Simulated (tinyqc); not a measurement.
Deal-Grove kinetics of thermal oxidation of silicon. Changing the oxidant pressure p. Computed by tinyqc, a small Python program. Command: `OMP_NUM_THREADS=1 python tinyqc.py 3007691 3007692 out.jsonl oxide sweep`. One thread of a shared host (Intel(R) Xeon(R) Processor @ 2.30GHz), about 0.2 s of CPU time with the checks.

Oxidant diffuses through the oxide and reacts at the interface, so that dx/dt = B/(A + 2x) for the oxide thickness x.

Inputs (values chosen for the exercise, close to those used for silicon):
```
quantity                       value    unit
prefactor B0                     805  um^2/h
activation energy E_B           1.24      eV
prefactor (B/A)0            3.53e+06    um/h
activation energy E_A              2      eV
temperature T                    925       C
pressure exponent m of B/A      0.73       -
initial oxide x_i              0.002      um
time t                            11       h
```

Ambient: dry oxygen. Surface: (100).

Constants: k_B = 8.617333262e-05 eV/K.

Method:
- B = B0 p exp(-E_B/(k_B T)), B/A = (B/A)0 p^m exp(-E_A/(k_B T)), p in atm; A = B/(B/A).
- Temperatures in kelvin are T(C) + 273.15.
- tau = (x_i^2 + A x_i)/B and x = (A/2) [sqrt(1 + 4 B (t + tau)/A^2) - 1], the root of x^2 + A x = B (t + tau).
- Silicon consumed is 0.44 times the oxide grown; the rate is B/(A + 2x).

One run for each value; columns: (1) oxidant pressure p (atm); (2) oxide thickness x (um); (3) length A (um); (4) final growth rate (um/h); (5) parabolic constant B (um^2/h):
```
(1)       (2)      (3)       (4)         (5)
0.05  0.01706  0.15978  0.001263  2.4488e-04
0.12  0.02963  0.20239  0.002246  5.8771e-04
0.3   0.05338  0.25920  0.004015  1.4693e-03
0.72  0.09352  0.32831  0.006842  3.5263e-03
1.7   0.16078  0.41403  0.011319  8.3259e-03
4.2   0.28086  0.52855  0.018867  2.0570e-02
10    0.47322  0.66805  0.030335  4.8976e-02
25    0.80978  0.85556  0.049468  1.2244e-01
```

What does the table show, and why?

Over the rows, oxide thickness x (um) rises from 0.0171 to 0.810 (exponent d ln y / d ln x 0.63 between the first rows and 0.59 between the last); length A (um) rises from 0.160 to 0.856 (exponent d ln y / d ln x about 0.27 throughout); final growth rate (um/h) rises from 0.00126 to 0.0495 (exponent d ln y / d ln x 0.66 between the first rows and 0.53 between the last). B is proportional to p and B/A to p^0.73, so A goes as p^0.27. The exponent of x is bounded by m in the linear regime and tends to 1/2 in the parabolic one.

Caution (all rows): dry oxides grow faster than Deal-Grove predicts below about 0.03 um, so a start from a thinner film underestimates the thickness (a common remedy is x_i = 0.025 um).
